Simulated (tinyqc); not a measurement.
Three-phonon processes in a diatomic chain: dispersion, energy and momentum conservation, and decay channels of optical phonons: one step, computed by the program tinyqc. Command: `OMP_NUM_THREADS=1 python tinyqc.py 3120672 3120673 out.jsonl threeph walk`. One thread of a shared host (Intel(R) Xeon(R) Processor @ 2.30GHz), about 0.04 s of CPU time with the checks.

Cell length a, two atoms, one spring constant. x = q a/pi runs from -1 to 1; A and O are the acoustic and optical branches. Matrix elements are not computed: only conservation laws and occupation factors are followed.

Problem. Band edges. omega^2 = k (1/m + 1/M) -/+ k sqrt((1/m + 1/M)^2 - 4 sin^2(pi x/2)/(m M)); nu = 15.6333042 THz x sqrt(omega^2) for eV/(angstrom^2 u). Acoustic top sqrt(2 k/M), optical bottom sqrt(2 k/m), optical top sqrt(2 k (1/m + 1/M)).

Inputs (values chosen for the exercise, for a model chain): light mass m = 31 u; heavy mass M = 177 u; spring constant k = 13 eV/angstrom^2.

Constants: nu for 1 eV/(angstrom^2 u) = 15.6333042 THz.

Give: acoustic top; optical bottom; optical top; optical top over twice the acoustic top; optical bottom over twice the acoustic top; optical width over acoustic top.

Solution.

acoustic top = 5.992 THz

optical bottom = 14.32 THz

optical top = 15.52 THz

optical top over twice the acoustic top = 1.295

optical bottom over twice the acoustic top = 1.195

optical width over acoustic top = 0.2008

The zone-centre optical phonon lies above twice the acoustic top (M/m > 3), so its decay into two acoustic phonons is forbidden; at M/m > 4 energy alone forbids it for every optical phonon.
